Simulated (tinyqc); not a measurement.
Capacitance measurement on a leaky thin oxide: effects of series resistance and leakage: two steps of the calculation.

The device is a capacitance C in parallel with a leakage conductance G, in series with Rs and Ls. An impedance meter reports either a parallel pair (Cp, Gp) from Y = 1/Z = Gp + i w Cp or a series pair (Cs, Rm) from Z = Rm + 1/(i w Cs); w = 2 pi f, dissipation D = Gp/(w |Cp|).

Inputs (values chosen for the exercise); values of the order met in thin-oxide MOS capacitors:
```
symbol,value,unit,meaning
eox,7.39,,relative permittivity of the gate insulator (close to silicon nitride)
tox,3.2,nm,insulator thickness
A,400,um^2,gate area
zc,0.58,nm,oxide-equivalent thickness added by the accumulation layer
zp,0.21,nm,oxide-equivalent thickness added by gate depletion
Jg,0.14,A/cm^2,"gate leakage current density, not matched to the thickness"
Vs,0.18,V,voltage for an e-fold rise of the leakage
Rs,210,ohm,series resistance
Ls,0,nH,series inductance
f,2e5,Hz,measuring frequency
```

Constants: eps0 = 8.8541878128e-14 F/cm where lengths are in cm. Results are converted to the units shown.

Question 1. True capacitance and conductance. EOT = 3.9 tox/eox; CET = EOT + zc + zp; C = 3.9 eps0 A/CET; G = Jg A/Vs.

Give: EOT; CET; C; G.

Answer 1.

EOT = 1.6888 nm
CET = 2.4788 nm
C = 5.5723 pF
G = 3.1111 uS

Question 2. What the meter reports. Z = Rs + i w Ls + 1/(G + i w C).

C = 5.5723366 pF
G = 3.1111111 uS

Wanted: Z; Cp; Gp; Cs; D.

Answer 2.

Z = (0.5320-1.1927i) x 1e5 ohm
Cp = 5.5651 pF
Gp = 3.1194 uS
Cs = 6.6723 pF
D = 0.44605

Cp is 0.13 % below C and Cs is 20 % above it; G Rs = 6.53e-4, w C Rs = 0.00147 and G/(w C) = 0.444.

Numbers from tinyqc (`OMP_NUM_THREADS=1 python tinyqc.py 2022203 2022204 out.jsonl`; about 0.01 s on one thread of a shared Intel Xeon 2.30GHz).
